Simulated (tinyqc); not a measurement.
Changing the height a: ballistic transport through the one-dimensional subbands of a rectangular nanowire or nanosheet channel. Computed by tinyqc, a small Python program. Command: `OMP_NUM_THREADS=1 python tinyqc.py 3021982 3021983 out.jsonl wire sweep`. One thread of a shared host (Intel(R) Xeon(R) Processor @ 2.30GHz), about 0.05 s of CPU time with the checks.

Hard walls, parabolic subbands, transport along x. Energies are counted from the bulk conduction band edge at the top of the barrier, which the gate pulls down by U; the source Fermi level lies at the bulk edge when U = 0.

Inputs (values chosen for the exercise, modelled on silicon):
```
quantity,value,unit
light mass m_t,0.2,m_0
heavy mass m_l,0.917,m_0
width b,6.9,nm
equivalent oxide thickness t,1.3,nm
gate voltage above flat band V_G,0.33,V
drain voltage V_D,0.57,V
temperature T,77,K
mean free path for back-scattering lambda,43,nm
channel length L,13,nm
```

Valleys: silicon [100] wire.

Constants: hbar^2/(2 m_0) = 3.80998212 eV angstrom^2; k_B = 8.617333262e-05 eV/K; m_0 = 9.1093837015e-31 kg; k_B = 1.380649e-23 J/K; hbar = 1.054571817e-34 J s; eps_0 = 8.8541878128e-12 F/m; e = 1.602176634e-19 C; h = 6.62607015e-34 J s.

Method:
- E_pq = (hbar^2 pi^2/2)(p^2/(m_y b^2) + q^2/(m_z a^2)); valley pairs: (m_x, m_y, m_z) = (m_t, m_t, m_l), (m_t, m_l, m_t), (m_l, m_t, m_t), each with degeneracy g = 2; the 10 lowest subbands are kept.
- F_j(eta) = (1/Gamma(j + 1)) int_0^infinity x^j/(1 + exp(x - eta)) dx, F_0 = ln(1 + exp(eta)). Integrals over x = E/(k_B T) use 160 Gauss-Legendre points in u = sqrt(x) from 0 to sqrt(max(eta, 0) + 32).
- With degeneracy g = 2, eta_i = (U - E_i)/(k_B T) and u = e V_D/(k_B T): line density n = sum_i g sqrt(2 m_x k_B T/pi)/(2 hbar) [F_-1/2(eta_i) + F_-1/2(eta_i - u)]; gate: e n = C_ox (V_G - U/e), C_ox = 3.9 eps_0 2 (a + b)/t (flat-plate estimate); I = (2 e k_B T/h) sum_i g [F_0(eta_i) - F_0(eta_i - u)].
- Linear conductance G = (2 e^2/h) sum_i g f(eta_i), g = 2, f = 1/(1 + exp(-eta_i)), with the barrier frozen at the eta_i above; current per perimeter I/(2(a + b)); with scattering, transmission lambda/(lambda + L) and low-bias resistance (1 + L/lambda)/G.

One run for each value:
```
height a (nm),current per perimeter (microampere/micrometre),ballistic current I (microampere),line density n (1/nm),mean velocity I/(e n) (1e7 cm/s),open modes sum g f
2.5,717.2,13.48,0.430,1.957,2.02
3.0,796.2,15.77,0.472,2.085,2.17
3.6,744.9,15.64,0.591,1.653,4.24
4.3,690.7,15.47,0.740,1.306,6.08
5.2,652.5,15.79,0.893,1.104,7.62
6.2,638.4,16.73,1.030,1.013,8.60
7.5,643.6,18.54,1.180,0.981,9.33
9.0,656.9,20.89,1.331,0.979,10.17
```

Describe and explain the trends.

Over the rows, current per perimeter (microampere/micrometre) lies between 638 and 796 without a single trend; ballistic current I (microampere) lies between 13.5 and 20.9 without a single trend; line density n (1/nm) rises from 0.430 to 1.33 (exponent d ln y / d ln x 0.51 between the first rows and 0.66 between the last). V_G is held fixed; thinning the wire lifts the subbands as 1/a^2, which acts as a threshold shift.

Extremes, crossings and ranges named in words are read from the listed rows.
